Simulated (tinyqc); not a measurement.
Linear model of a band gap against the share of exact exchange: one step. Self-consistent share. Five cases, with inputs chosen for the exercise.

Problem. Iterate alpha -> 1/eps(alpha) seven times from a_start. The fixed point solves alpha eps(alpha) = 1; the contraction factor there is 2 (eps - 1) S/((EP + S alpha) eps^2).

E(alpha) = E0 + S alpha. A wider gap screens less, modelled in the Penn form eps(alpha) = 1 + (e0 - 1)(EP/(EP + S alpha))^2 with a scale EP chosen for the exercise. A dielectric-dependent hybrid takes alpha = 1/eps.

Give: Iterates; fixed point; contraction factor.

Case 1.

Values chosen (of the order of those of Si; not measured data):
- E0 = 0.59 eV (gap of the semi-local functional)
- S = 4.54 eV (slope dE/d(alpha))
- e0 = 13.34 (optical dielectric constant at alpha = 0)
- EP = 10 eV (energy scale of the screening)
- a_start = 0.1 (starting alpha)

Solution.

Iterates:
```
step    alpha      eps  E (eV)
0     0.10000  12.2915  1.0440
1     0.08136  12.4765  0.9594
2     0.08015  12.4887  0.9539
3     0.08007  12.4895  0.9535
4     0.08007  12.4895  0.9535
5     0.08007  12.4895  0.9535
6     0.08007  12.4895  0.9535
7     0.08007  12.4895  0.9535
```

fixed point = 0.08007
contraction factor = 0.0645

The factor is positive, so the iterates approach from one side, the error shrinking to 0.06 of itself each step; the gap is within 0.01 eV of its limit from step 1. Self-consistency moves the gap by +0.023 eV against the one-shot choice 1/e0, since a wider gap screens less.

Case 2.

Values chosen (of the order of those of Ge; not measured data):
- E0 = 0.08 eV (gap of the semi-local functional)
- S = 4.67 eV (slope dE/d(alpha))
- e0 = 17.28 (optical dielectric constant at alpha = 0)
- EP = 8 eV (energy scale of the screening)
- a_start = 0 (starting alpha)

Solution.

Iterates:
```
step    alpha      eps  E (eV)
0     0.00000  17.2800  0.0800
1     0.05787  16.2334  0.3503
2     0.06160  16.1694  0.3677
3     0.06185  16.1652  0.3688
4     0.06186  16.1650  0.3689
5     0.06186  16.1649  0.3689
6     0.06186  16.1649  0.3689
7     0.06186  16.1649  0.3689
```

fixed point = 0.06186
contraction factor = 0.0654

The factor is positive, so the iterates approach from one side, the error shrinking to 0.07 of itself each step; the gap is within 0.01 eV of its limit from step 2. Self-consistency moves the gap by +0.019 eV against the one-shot choice 1/e0, since a wider gap screens less.

Case 3.

Values chosen (of the order of those of HfO2; not measured data):
- E0 = 4.23 eV (gap of the semi-local functional)
- S = 8.32 eV (slope dE/d(alpha))
- e0 = 4.86 (optical dielectric constant at alpha = 0)
- EP = 19.4 eV (energy scale of the screening)
- a_start = 0 (starting alpha)

Solution.

Iterates:
```
step    alpha     eps  E (eV)
0     0.00000  4.8600  4.2300
1     0.20576  4.2594  5.9419
2     0.23478  4.1861  6.1833
3     0.23889  4.1759  6.2175
4     0.23947  4.1745  6.2224
5     0.23955  4.1743  6.2231
6     0.23956  4.1742  6.2232
7     0.23956  4.1742  6.2232
```

fixed point = 0.23956
contraction factor = 0.1417

The factor is positive, so the iterates approach from one side, the error shrinking to 0.14 of itself each step; the gap is within 0.01 eV of its limit from step 3. Self-consistency moves the gap by +0.281 eV against the one-shot choice 1/e0, since a wider gap screens less.

Case 4.

Values chosen (of the order of those of Si; not measured data):
- E0 = 0.59 eV (gap of the semi-local functional)
- S = 4.81 eV (slope dE/d(alpha))
- e0 = 13.22 (optical dielectric constant at alpha = 0)
- EP = 10.2 eV (energy scale of the screening)
- a_start = 0 (starting alpha)

Solution.

Iterates:
```
step    alpha      eps  E (eV)
0     0.00000  13.2200  0.5900
1     0.07564  12.3927  0.9538
2     0.08069  12.3405  0.9781
3     0.08103  12.3370  0.9798
4     0.08106  12.3368  0.9799
5     0.08106  12.3367  0.9799
6     0.08106  12.3367  0.9799
7     0.08106  12.3367  0.9799
```

fixed point = 0.08106
contraction factor = 0.0677

The factor is positive, so the iterates approach from one side, the error shrinking to 0.07 of itself each step; the gap is within 0.01 eV of its limit from step 2. Self-consistency moves the gap by +0.026 eV against the one-shot choice 1/e0, since a wider gap screens less.

Case 5.

Values chosen (of the order of those of Ge; not measured data):
- E0 = 0.08 eV (gap of the semi-local functional)
- S = 4.86 eV (slope dE/d(alpha))
- e0 = 16.96 (optical dielectric constant at alpha = 0)
- EP = 8 eV (energy scale of the screening)
- a_start = 0.5 (starting alpha)

Solution.

Iterates:
```
step    alpha      eps  E (eV)
0     0.50000  10.3895  2.5100
1     0.09625  15.2454  0.5478
2     0.06559  15.7602  0.3988
3     0.06345  15.7973  0.3884
4     0.06330  15.7998  0.3876
5     0.06329  15.8000  0.3876
6     0.06329  15.8000  0.3876
7     0.06329  15.8000  0.3876
```

fixed point = 0.06329
contraction factor = 0.0694

The factor is positive, so the iterates approach from one side, the error shrinking to 0.07 of itself each step; the gap is within 0.01 eV of its limit from step 3. Self-consistency moves the gap by +0.021 eV against the one-shot choice 1/e0, since a wider gap screens less.

Computed by tinyqc, one run a case: `OMP_NUM_THREADS=1 python tinyqc.py N N+1 out.jsonl` with N = 1880757, 1880794, 1880841, 1880877, 1880910; one thread of a shared Intel(R) Xeon(R) Processor @ 2.30GHz, about 0.01 s a run at most.
